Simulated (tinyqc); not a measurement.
Free and trapped electrons in a MOS channel with a dense trap tail: two steps of the calculation.

p-type body, charge-sheet picture, full ionisation (an idealisation for deep acceptors), Boltzmann statistics for free electrons. e = Ec - EF at the surface. Acceptor-like traps of density D(E) = D0 + De exp(-E/Ew) at depth E below Ec, from 0 to Eu, hold n_t = integral of D(E)/(1 + exp((e - E)/Vt)). psi = Eg - Vt ln(Nv/Na) - e; N_dep = sqrt(2 eps0 eps_r Na (psi - Vt)/q); n_f = sqrt(N_dep^2 + 2 eps0 eps_r Vt Nc exp(-e/Vt)/q) - N_dep; Vg = Vfb + psi + q (N_dep + n_t + n_f)/Cox, Cox = eps0 eox/tox.

Inputs (values chosen for the exercise); band and dielectric values close to those of 4H silicon carbide: temperature T = 300 K; band gap Eg = 3.24 eV; relative permittivity eps_r = 9.56; conduction-band density of states at T Nc = 1.68e19 cm^-3; valence-band density of states at T Nv = 2.51e19 cm^-3; relative permittivity of the insulator eox = 3.9; insulator thickness tox = 75 nm; acceptor density Na = 5.6e15 cm^-3; flat-band voltage without trapped charge Vfb = -1.98 V; constant background density of acceptor-like traps D0 = 3.1e10 cm^-2 eV^-1; density of the tail at the conduction edge De = 6.9e12 cm^-2 eV^-1; decay energy of the tail Ew = 0.13 eV; depth below Ec down to which the traps reach Eu = 0.55 eV; mobility of free electrons mf = 110 cm^2/(V s); Ec - EF at the surface e = 0.138 eV.

Constants: q = 1.602176634e-19 C, kB = 1.380649e-23 J/K, Vt = kB T/q, eps0 = 8.8541878128e-14 F/cm where lengths are in cm. Results are converted to the units shown.

Question 1. Trapped charge. Trapezoid rule on 12 equal steps from 0 to Eu, f = 1/(1 + exp((e - E)/Vt)).

Find: E; D(E) f; n_t.

Answer 1.

E, point 0 to 12 (eV): [0, 0.04583, 0.09167, 0.1375, 0.1833, 0.2292, 0.2750, 0.3208, 0.3667, 0.4125, 0.4583, 0.5042, 0.5500]
D(E) f, point 0 to 12 (cm^-2 eV^-1): [3.314e10, 1.343e11, 4.912e11, 1.202e12, 1.462e12, 1.180e12, 8.588e11, 6.153e11, 4.420e11, 3.199e11, 2.341e11, 1.737e11, 1.313e11]
n_t = 3.298e11 cm^-2

Question 2. Charges and gate voltage. psi, N_dep, n_f and Vg as defined, with the n_t given; free share n_f/(n_f + n_t); apparent mobility mf n_f/(n_f + n_t); gate voltage spent on traps q n_t/Cox.

n_t = 3.2979119e11 cm^-2

Find: psi; N_dep; n_f; Vg; free share; apparent mobility; gate voltage spent on traps.

Answer 2.

psi = 2.8846 V
N_dep = 4.1129e11 cm^-2
n_f = 2.5986e10 cm^-2
Vg = 3.5739 V
free share = 7.3041 %
apparent mobility = 8.0345 cm^2/(V s)
gate voltage spent on traps = 1.1476 V

Program tinyqc, `OMP_NUM_THREADS=1 python tinyqc.py 2222022 2222023 out.jsonl`; Intel Xeon 2.30GHz, shared host, one thread, about 0.02 s.
